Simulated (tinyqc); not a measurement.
Input admittance of a MOSFET at zero drain bias: distributed channel and distributed gate: one step of the calculation.

Source and drain grounded, strong inversion, w = 2 pi f, Cox = eps0 eox/tox. The channel is an RC line of resistance 1/(mu Cox Vo) per square fed from both ends, so one finger has the intrinsic admittance y = i w Cox L tanh(g)/g per width, g = (1/2) sqrt(i w tau), tau = L^2/(mu Vo). The vertical resistance rv/L is in series with y, the overlaps 2 i w Cov in parallel: y_t = 1/(1/y + rv/L) + 2 i w Cov. The gate strip is a line of Rsh/L per length loaded by y_t, so a finger has Y = y_t Wf tanh(k)/k, k = (Wf/sd) sqrt(y_t Rsh/L); the device has Nf Y.

Task. Admittance of the channel and stack per width. tau, g, c = Cox L, y and y_t as defined.

Inputs (values chosen for the exercise); values of the order met in silicon radio-frequency transistors: relative permittivity of the gate insulator (close to silicon dioxide) eox = 3.9; insulator thickness tox = 1.9 nm; channel length L = 0.9 um; channel mobility mu = 120 cm^2/(V s); gate overdrive Vo = 0.62 V; vertical resistivity of the gate stack rv = 2.4 ohm um^2; overlap and fringe capacitance on each side Cov = 0.18 fF/um; frequency f = 14 GHz.

Constants: eps0 = 8.8541878128e-14 F/cm where lengths are in cm. Results are converted to the units shown.

Give: tau; g; c; y; y_t.

Result.

tau = 108.9 ps
g = 1.094+1.094i
c = 16.36 fF/um
y = 599.3+871.7i uS/um
y_t = 600.4+900.6i uS/um

w tau = 9.58, and Im y is 0.606 of w c.

Computed by the program tinyqc: `OMP_NUM_THREADS=1 python tinyqc.py 2262199 2262200 out.jsonl`, one thread of a shared Intel Xeon 2.30GHz, about 0.01 s for the whole run.
